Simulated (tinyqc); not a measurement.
Worked calculation: coherent transport through a tight-binding region between two chains. Computed by tinyqc, a small Python program that keeps every step. Settings: temperature = 77, mu = 0.04. Command: `OMP_NUM_THREADS=1 python tinyqc.py 28849 28850 out.jsonl` (the two numbers bound the seeds that draw the settings). One thread of a shared host (Intel(R) Xeon(R) Processor @ 2.60GHz), about 0.07 s of CPU time with the checks.

## Transmission at E = 0.76 eV

H of the central region (eV), lower triangle:
```
           1          2         3
1   0.000000
2  -0.900000   0.000000
3   0.000000  -1.350000  0.000000
```

Leads: semi-infinite chains with site energy 0:

| parameter | value |
|---|---|
| lead hopping t (eV) | 2.780000 |
| coupling to the left lead (eV) | 0.530000 |
| coupling to the right lead (eV) | 1.370000 |
| left contact site | 1 |
| right contact site | 3 |

E = 0.760000 eV

Surface Green function g = (E - i sqrt(4 t^2 - E^2)) / (2 t^2); self-energy tc^2 g on each contact site; G = (E - H - Sigma)^(-1); Gamma = -2 Im Sigma; T = Gamma_L Gamma_R |G_LR|^2; local density of states -Im G_ii / pi.

g = 0.049169-0.356336i 1/eV

G (1/eV), lower triangle:
```
                     1                    2                   3
1   0.749405-0.463243i
2   0.438261+0.300728i  -0.329915-0.298075i
3  -0.746328+0.139530i   0.634297-0.032680i  0.140466-0.074622i
```

local density of states (1/eV): 0.147455  0.094880  0.023753

transmission = 0.154366

## Transmission across the band

The same steps on a grid of energies.

T(E):

| E (eV) | T |
|---|---|
| -5.28200000 | 3.02e-06 |
| -4.75380000 | 0.000016 |
| -4.22560000 | 0.000056 |
| -3.69740000 | 0.000184 |
| -3.16920000 | 0.000668 |
| -2.64100000 | 0.003138 |
| -2.11280000 | 0.025846 |
| -1.58460000 | 0.227655 |
| -1.05640000 | 0.134686 |
| -0.52820000 | 0.224100 |
| 0.00000000 | 0.753807 |
| 0.52820000 | 0.224100 |
| 1.05640000 | 0.134686 |
| 1.58460000 | 0.227655 |
| 2.11280000 | 0.025846 |
| 2.64100000 | 0.003138 |
| 3.16920000 | 0.000668 |
| 3.69740000 | 0.000184 |
| 4.22560000 | 0.000056 |
| 4.75380000 | 0.000016 |
| 5.28200000 | 3.02e-06 |

levels of the isolated region (eV): -1.622498  0.000000  1.622498

## Current

I = (2e/h) int T(E) [f(E - mu - V/2) - f(E - mu + V/2)] dE at 77 K with mu = 0.04 eV, the bias not changing H; 2e^2/h = 77.48092 microsiemens; the integral runs over the band on 4001 points.

Current:

| V (volt) | I (microampere) |
|---|---|
| 0.010000 | 0.573777 |
| 0.050000 | 2.863540 |
| 0.100000 | 5.694119 |
| 0.200000 | 11.137354 |
| 0.400000 | 20.600353 |
| 0.800000 | 33.369118 |
